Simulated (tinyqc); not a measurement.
The 3-omega method: a line heater on a substrate with a thin film: one step, computed by the program tinyqc. Command: `OMP_NUM_THREADS=1 python tinyqc.py 3026068 3026069 out.jsonl threeomega walk`. One thread of a shared host (Intel(R) Xeon(R) Processor @ 2.30GHz), about 0.01 s of CPU time with the checks.

A current at angular frequency omega = 2 pi f heats the line at 2 omega with the amplitude P per length; the temperature swing Delta T at 2 omega gives a voltage at 3 omega. The substrate is taken as semi-infinite and isotropic, and the heat capacity of heater and film is left out.

Task: Temperature swing of the bare substrate. Delta T_s = (P/(pi kappa)) int_0^infinity (sin x/x)^2 / sqrt(x^2 + (q b)^2) dx with (q b)^2 = i |q b|^2, averaged over the heater width (12 Gauss-Legendre points on each of the pieces 0, 14 log-spaced edges from 1e-5 to 1, and multiples of pi to 40 pi; the tail adds 1/(4 (40 pi)^2)). For |q| b much below 1: Delta T_s = (P/(pi kappa)) [-ln(|q| b) + eta - i pi/4], eta = 3/2 - C_E = 0.92278, with Euler's C_E = 0.5772157.

Inputs (values chosen for the exercise, modelled on hafnia on gallium arsenide): substrate conductivity kappa = 48.7 W/(m K); substrate heat capacity C = 1.68 1e6 J/(m^3 K); heater half-width b = 3.2 micrometre; power amplitude per length P = 48 W/m; current frequency f = 370 Hz.

|q| b = 0.04052714

Give: in-phase Delta T_s; out-of-phase Delta T_s; in-phase, narrow-line form; out-of-phase, narrow-line form.

Result:

in-phase Delta T_s = 1.295 K

out-of-phase Delta T_s = -0.2460 K

in-phase, narrow-line form = 1.295 K

out-of-phase, narrow-line form = -0.2464 K

The narrow-line form misses the in-phase part by -0.01 % and the out-of-phase part by +0.1 % at |q| b = 0.041.
